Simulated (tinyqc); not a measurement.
Coupled-perturbed Hartree-Fock on RHF in the 6-31g basis, for H3+, spin multiplicity 1, step by step. One step of it, computed by the program tinyqc.

Task: Coupled step 2. U_ai = -(mu_ai + sum_bj [4 (ai|bj) - (ab|ij) - (aj|bi)] U_bj) / (e_a - e_i); alpha = -4 sum U_ai mu_ai.

U after step 1:
```
,i1
a2,-2.162104
a3,0.000000
a4,0.000000
a5,-0.013770
a6,0.000000
```

dipole integrals <a|z|i> (bohr):
```
,i1
a2,1.254378
a3,0.000000
a4,0.000000
a5,-0.117250
a6,0.000000
```

orbital energies (hartree): MO1 -1.027952, MO2 -0.366279, MO3 -0.002098, MO4 0.531360, MO5 0.622115, MO6 0.939759

Two-electron integrals over orbitals (pq|rs), unique and non-zero (hartree):
```
p,q,r,s,(pq|rs)
1,1,1,1,0.599787
2,1,2,1,0.121108
2,2,1,1,0.459420
2,2,2,2,0.451314
3,1,1,1,0.090014
3,1,2,2,0.003331
3,1,3,1,0.056932
3,2,2,1,-0.078659
3,2,3,2,0.085829
3,3,1,1,0.385526
3,3,2,2,0.362489
3,3,3,1,0.014605
3,3,3,3,0.341610
4,1,1,1,-0.090717
4,1,2,2,-0.074258
4,1,3,1,-0.010587
4,1,3,3,-0.042166
4,1,4,1,0.057955
4,2,2,1,-0.061708
4,2,3,2,0.033321
4,2,4,2,0.052927
4,3,1,1,0.009162
4,3,2,2,0.024574
4,3,3,1,-0.010197
4,3,3,3,0.005309
4,3,4,1,-0.001008
4,3,4,3,0.012919
4,4,1,1,0.468380
4,4,2,2,0.407217
4,4,3,1,0.038883
4,4,3,3,0.332792
4,4,4,1,-0.056023
4,4,4,3,0.021159
4,4,4,4,0.420294
5,1,2,1,-0.067595
5,1,3,2,0.029282
5,1,4,2,0.052479
5,1,5,1,0.055740
5,2,1,1,-0.119098
5,2,2,2,-0.106792
5,2,3,1,-0.007395
5,2,3,3,-0.041551
5,2,4,1,0.057523
5,2,4,3,-0.017852
5,2,4,4,-0.096332
5,2,5,2,0.086326
5,3,2,1,-0.013603
5,3,3,2,0.031374
5,3,4,2,-0.010911
5,3,5,1,-0.010618
5,3,5,3,0.034257
5,4,2,1,0.111262
5,4,3,2,-0.073333
5,4,4,2,-0.065492
5,4,5,1,-0.069543
5,4,5,3,-0.008190
5,4,5,4,0.116461
5,5,1,1,0.430073
5,5,2,2,0.426765
5,5,3,1,0.001006
5,5,3,3,0.339540
5,5,4,1,-0.078506
5,5,4,3,0.023498
5,5,4,4,0.395630
5,5,5,2,-0.112193
5,5,5,5,0.426518
6,1,1,1,-0.077451
6,1,2,2,0.021844
6,1,3,1,-0.065901
6,1,3,3,-0.023932
6,1,4,1,0.012445
6,1,4,3,0.026387
6,1,4,4,-0.009128
6,1,5,2,-0.020052
6,1,5,5,0.029807
6,1,6,1,0.108245
6,2,2,1,0.069627
6,2,3,2,-0.037707
6,2,4,2,-0.049580
6,2,5,1,-0.051161
6,2,5,3,0.012539
6,2,5,4,0.072488
6,2,6,2,0.057752
6,3,1,1,-0.146980
6,3,2,2,-0.073215
6,3,3,1,-0.048086
6,3,3,3,-0.047868
6,3,4,1,0.044532
6,3,4,3,0.001603
6,3,4,4,-0.088167
6,3,5,2,0.049942
6,3,5,5,-0.064610
6,3,6,1,0.053004
6,3,6,3,0.076634
6,4,1,1,0.020061
6,4,2,2,-0.047417
6,4,3,1,0.044524
6,4,3,3,-0.005678
6,4,4,1,0.019163
6,4,4,3,-0.019038
6,4,4,4,-0.010477
6,4,5,2,0.039302
6,4,5,5,-0.058710
6,4,6,1,-0.071405
6,4,6,3,-0.021225
6,4,6,4,0.067052
6,5,2,1,-0.096648
6,5,3,2,0.074647
6,5,4,2,0.061680
6,5,5,1,0.061405
6,5,5,3,0.011855
6,5,5,4,-0.102708
6,5,6,2,-0.063630
6,5,6,5,0.099706
6,6,1,1,0.584536
6,6,2,2,0.444217
6,6,3,1,0.091659
6,6,3,3,0.389073
6,6,4,1,-0.111374
6,6,4,3,-0.001664
6,6,4,4,0.454408
6,6,5,2,-0.117541
6,6,5,5,0.426422
6,6,6,1,-0.105893
6,6,6,3,-0.159177
6,6,6,4,0.029512
6,6,6,6,0.621145
```

Give: U after step 2; polarisability.

Result:

U after step 2:
```
,i1
a2,-2.2115
a3,0.0000
a4,0.0000
a5,-0.0408
a6,0.0000
```

polarisability = 11.0772 bohr^3
